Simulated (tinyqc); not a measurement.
Precursor delivery by bubblers, mass-transport growth and the solid composition of a III-V alloy: one step, computed by the program tinyqc.

1 sccm = 44.615 micromol/min; 1 torr = 133.322 Pa. The sources decompose fully at the surface.

Task: Mass transport. Mean velocity u = (F_t/A)(760/p)(T/273); D = D0 (T/273)^1.75 (760/p); boundary layer delta = sqrt(pi D z/u); flux = D dp/(delta k_B T); growth rate = flux x a^3/4.

Inputs (values chosen for the exercise, modelled on triethylgallium (source 1) and trimethylindium (source 2) for the vapour pressures): total flow F_t = 27 slm; reactor pressure p = 200 torr; growth temperature T = 1060 K; diffusivity at 273 K and 760 torr = 0.48 cm^2/s; flow cross-section A = 62 cm^2; distance from the leading edge z = 11 cm; lattice constant a = 5.91 angstrom.

Constants: k_B = 1.380649e-23 J/K.

Give: velocity u; D; boundary layer delta; growth rate per torr of group III.

Result:

velocity u = 107.09 cm/s

D = 19.590 cm^2/s

boundary layer delta = 2.5143 cm

growth rate per torr of group III = 131.87 micrometre/(h torr)

Caution: the boundary layer is a quarter or more of the root of the cross-section, so it fills much of the channel and depletion along the flow matters.
